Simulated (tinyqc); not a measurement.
Inside a calculation: polar nitride quantum well with polarisation fields. Values are carried at full precision from step to step, so a last printed digit may differ when a step is redone from the rounded ones.

Growth along [0001]. e_par = (a_sub - a)/a, Ppz = 2 e_par (e31 - e33 C13/C33), P = Psp + Ppz in each layer; strain relaxation and the strain shift of the gaps are left out, although thick layers with more than about 1 % mismatch would relax.

Constants: hbar^2/2m0 = 3.80998211 eV angstrom^2; hc = 1239.841984 eV nm.

Inputs chosen for the exercise (near those of a GaN well in AlN; not measured data): a_w = 3.189 angstrom (lattice constant a, well); a_b = 3.112 angstrom (lattice constant a, barrier); a_sub = 3.112 angstrom (in-plane lattice constant of the stack); Psp_w = -0.0342 C/m^2 (spontaneous polarisation); Psp_b = -0.0922 C/m^2 (spontaneous polarisation); e31_w = -0.332 C/m^2; e31_b = -0.509 C/m^2; e33_w = 0.666 C/m^2; e33_b = 1.498 C/m^2; C_w = 0.266 (C13/C33); C_b = 0.29 (C13/C33); Lw = 20 angstrom (well width); Lb = 40 angstrom (barrier width); eps_w = 10.1 (dielectric constant); eps_b = 10.2 (dielectric constant); Eg = 3.44 eV (gap of the well); Vc = 1.85 eV (conduction offset); Vv = 0.87 eV (valence offset); me = 0.2 m0 (electron, well); meb = 0.32 m0 (electron, barrier); mh = 1.54 m0 (hole, everywhere).

## Strain and polarisation

Give strain and polarisation of well and barrier; the bound sheet charge is |P_w - P_b|/e with e = 1.602176634e-19 C.

Layers:

| layer | e_par | Ppz (C/m^2) | P (C/m^2) |
|---|---|---|---|
| well | -0.02415 | 0.02459 | -0.00961 |
| barrier | 0.00000 | 0.00000 | -0.09220 |

sheet charge = 5.155 x 1e13/cm^2

Of P_w - P_b = +0.0826 C/m^2 the piezoelectric part gives +0.0246 and the spontaneous part +0.0580.

## Built-in fields

In a periodic stack without free charge the potential drop over a period vanishes: F_w = (P_b - P_w) Lb/(eps0 (eps_w Lb + eps_b Lw)), F_b = -F_w Lw/Lb, eps0 = 8.8541878e-12 F/m; 1 MV/cm = 1e8 V/m = 0.01 V/angstrom.

Give both fields and the drop |F_w| Lw across the well.

F_w = -6.137 MV/cm
F_b = 3.068 MV/cm
drop = 1.227 eV

## Levels with and without the field

Envelope functions on cells of 0.25 angstrom over barrier, well, barrier (widths Lb, Lw, Lb), psi = 0 beyond, psi'/m continuous (mean mass between points), c = hbar^2/2m0. With u(z) the integral of e F (F_w in the well, F_b = -F_w Lw/Lb in the barriers, 1 MV/cm = 0.01 V/angstrom), zero at the centre of the well, the electron sees u plus Vc in the barriers and the hole -u plus Vv. The transition is Eg + E_e + E_h; excitons are left out.

Ground states of electron and hole, their centres, the squared overlap, the transition and its wavelength hc/E.

Results:

| case | E_e (eV) | E_h (eV) | <z>_e | <z>_h | overlap^2 | E (eV) | nm |
|---|---|---|---|---|---|---|---|
| no field | 0.2380 | 0.0445 | 0.0 | 0.0 | 0.977 | 3.7226 | 333.1 |
| built-in field | 0.1199 | -0.2313 | 3.7 | -6.6 | 0.159 | 3.3286 | 372.5 |

The field shifts the line by -394 meV, below the gap of the well material, pulls the carriers 10.3 angstrom apart and, with the rate proportional to overlap^2, lengthens the radiative lifetime by a factor 6.15.

## Estimate from two triangular wells

For a strong field: E = Eg - |e F_w| Lw + a0 (c (e F_w)^2)^(1/3) (me^(-1/3) + mh^(-1/3)), a0 = 2.338107, hard walls, c = hbar^2/2m0, 1 MV/cm = 0.01 V/angstrom.

electron term = 0.9715 eV
hole term = 0.4920 eV
E = 3.6762 eV

Both terms lie below the drop across the well, but the estimate also takes the near wall as infinitely high. Against the grid result 3.3286 eV the estimate errs by +348 meV: +238 from the electron and +110 from the hole, since hard walls stand in for offsets of 1.85 and 0.87 eV into which the carriers leak.

## Checks

- Electron level without field against the matching condition of the square well, eV: both 0.238.

(tinyqc, `OMP_NUM_THREADS=1 python tinyqc.py 1281776 1281777 out.jsonl`, Intel(R) Xeon(R) Processor @ 2.30GHz, 1 thread, shared host, about 0.05 s.)
